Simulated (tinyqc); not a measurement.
## Subthreshold parameters from three currents

Inverse problem. Far below threshold and for Vds well above Vt the virtual-source current tends to I = Cinv n Vt vx0 exp((Vgs - VT0 + dl Vds + al Vt)/(n Vt)) per width, with constant n; the three currents follow this limit. Find n, dl and VT0.

Inputs (values chosen for the exercise):

| symbol | value | unit | meaning |
|---|---|---|---|
| T | 300 | K | temperature |
| Cinv | 3.59 | uF/cm^2 | inversion capacitance |
| vx0 | 3.83e7 | cm/s | velocity at the virtual source |
| al | 3.5 |  | threshold shift (in units of Vt) from weak to strong inversion |

Constants: q = 1.602176634e-19 C, kB = 1.380649e-23 J/K, Vt = kB T/q. Results are converted to the units shown.

I at (Vgs, Vds) = (-0.2, 0.3), (-0.11, 0.3) and (-0.2, 1.2) V (nA/um): 0.033921822  0.87801328  0.10593436

Solution. The first two currents differ in Vgs alone and give n; the first and third differ in Vds alone and give dl; the size of the first then gives VT0.

n = 1.070
dl = 0.03500 V/V
VT0 = 0.3500 V

Program tinyqc, `OMP_NUM_THREADS=1 python tinyqc.py 2380129 2380130 out.jsonl`; Intel Xeon 2.30GHz, shared host, one thread, about 0.01 s.
